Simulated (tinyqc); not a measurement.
## MOSFET in the linear regime without short-channel effects, parameter extraction from computed curves: extraction methods against the second mobility attenuation factor

Inversion charge Q = Cox n Vt W0(exp((Vg - VT)/(n Vt))), W0 the Lambert function and n = nf; u = Q/Cox; mobility mu = mu0/(1 + th1 u + th2 u^2); channel resistance Rch = (L - dL)/(W mu Q); Id = Vd/(Rch + Rsd/W). Cox = eps0 eox/tox. Small Vd, no channel-length or drain effects.

From the continuous curve Id(Vg): tangent at peak gm (V_ext = Vg - Id/gm); constant current Id = 0.1 uA W/L; peak of d2Id/dVg2; Y = Id/sqrt(gm) drawn through Vg = VT + 0.6 and VT + 0.8 V, with intercept VT_Y and slope s. Mobilities gm,max L/(W Cox Vd) and s^2 L/(W Cox Vd) with the drawn L. Last column: share of Rsd/W in the total resistance at VT + 0.8 V.

Values chosen for this exercise; channel values of the order met in silicon transistors:
```
symbol  value        unit                                                                 meaning
T          77           K                                                             temperature
eox      24.4              relative permittivity of the gate insulator (close to zirconium oxide)
tox        10          nm                                                     insulator thickness
mu0       170  cm^2/(V s)                                                      low-field mobility
th1      0.16         1/V                                       first mobility attenuation factor
VT       0.43           V                                                       threshold voltage
nf       1.41                                                                         body factor
W           1          um                                                              gate width
L        0.45          um                                                       drawn gate length
dL      0.005          um                                             drawn less effective length
Rsd       410      ohm um                                            source plus drain resistance
Vd       0.05           V                                                           drain voltage
```

Constants: q = 1.602176634e-19 C, kB = 1.380649e-23 J/K, Vt = kB T/q, eps0 = 8.8541878128e-14 F/cm where lengths are in cm. Results are converted to the units shown.

Extraction methods against the second mobility attenuation factor:
columns A: th2 (1/V^2); B: V_ext (V); C: constant current (V); D: second derivative (V); E: VT_Y (V); F: mobility from gm (cm^2/(V s)); G: mobility from Y (cm^2/(V s)); H: series share (%)
```
A         B      C      D      E    F    G     H
0     0.437  0.430  0.428  0.456  143  167  18.6
0.06  0.437  0.430  0.428  0.473  142  181  18.2
0.12  0.437  0.430  0.428  0.490  142  197  17.7
0.18  0.437  0.430  0.428  0.508  142  214  17.3
0.24  0.437  0.430  0.428  0.525  142  234  16.9
0.3   0.437  0.430  0.428  0.543  142  256  16.6
0.36  0.437  0.430  0.428  0.560  141  282  16.2
```

The model has VT = 0.43 V and mu0 = 170 cm^2/(V s). Over the table the extracted thresholds move by 0.60 mV (tangent), under 0.5 mV (constant current), under 0.5 mV (second derivative), 100 mV (Y function). The mobility from gm falls from 143 to 141 and that from Y rises from 167 to 282 cm^2/(V s).

Program tinyqc, `OMP_NUM_THREADS=1 python tinyqc.py 2210068 2210069 out.jsonl`; Intel Xeon 2.30GHz, shared host, one thread, about 0.01 s.
